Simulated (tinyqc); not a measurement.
Worked calculation: donors with valley-orbit split 1s states. Values are carried at full precision from step to step, so a last printed digit may differ when a step is redone from the rounded ones.

Each donor binds at most one electron, in any of its states. For a site s, W_s = sum over its states of g exp(E/kT), and the ionised share is 1/(1 + W_s exp(eta)), eta = (EF - Ec)/kT; n = Nc F_1/2(eta); neutrality n + NA = ND x (mean ionised share); holes are neglected. Nc from N = 2 (m kB T/(4 pi c))^(3/2) with c = hbar^2/2m0, in 1/angstrom^3; times 1e24 for 1/cm^3, m = md. F_j(eta) = (1/Gamma(j + 1)) integral_0^infinity x^j dx/(1 + exp(x - eta)), which tends to exp(eta) for eta << 0.

Constants: hbar^2/2m0 = 3.80998211 eV angstrom^2; kB = 8.617333262e-05 eV/K.

Inputs chosen for the exercise (near those of P in Si; not measured data):
- md = 1.068 m0 (density-of-states mass of the conduction band)
- E = (46.8, 35.5, 33.2) meV (binding energies of 1s(A1), 1s(T2), 1s(E))
- g = (2, 6, 4) (their degeneracies with spin)
- T = 300 K
- ND = 7.4e+17 1/cm^3 (donors)
- NA = 4.1e+16 1/cm^3 (compensating acceptors, all ionised)
- mu0 = 70 cm^2/(V s) (mobility at heavy doping)
- mu1 = 1448 cm^2/(V s) (mobility at light doping and 300 K)
- Nr = 1.1e+17 1/cm^3 (reference doping)
- de = 0.72 (doping exponent)
- ga = 2.3 (temperature exponent)

## Partition sums of the neutral donor

Give each term g exp(E/kT), W_s, and the effective degeneracy W_s exp(-E_ground/kT).

Nc = 2.7697e+19 1/cm^3

terms: 1s(A1) 12.22, 1s(T2) 23.69, 1s(E) 14.45

W_s: donor 50.360

effective degeneracy: donor 8.239

The ground state alone would give 2 and all states together 12; here the excited states hold 76 % of the bound electrons.

## Neutrality

Solve for eta.

eta = -4.256
n = 3.91e+17 1/cm^3

ionised share: donor 0.583

n is 0.559 of ND - NA.

## Mobility and resistivity

Mobility (Caughey-Thomas form): mu = mu0 + (mu1 (T/300)^(-ga) - mu0)/(1 + ((ND + NA)/Nr)^de); rho = 1/(e n mu), e = 1.602176634e-19 C.

Compare with full ionisation, n = ND - NA.

mu = 340.1 cm^2/(V s)
rho = 0.0470 ohm cm
rho at full ionisation = 0.0263 ohm cm

Incomplete ionisation raises rho by a factor 1.79.

## Checks

- n at ND = 1e13 1/cm^3 against the root of n^2 = (Nc/W)(ND - n) (1/cm^3): both 1.000e+13.

Program tinyqc; command `OMP_NUM_THREADS=1 python tinyqc.py 1682349 1682350 out.jsonl`; about 0.01 s on one thread of a shared Intel(R) Xeon(R) Processor @ 2.30GHz.
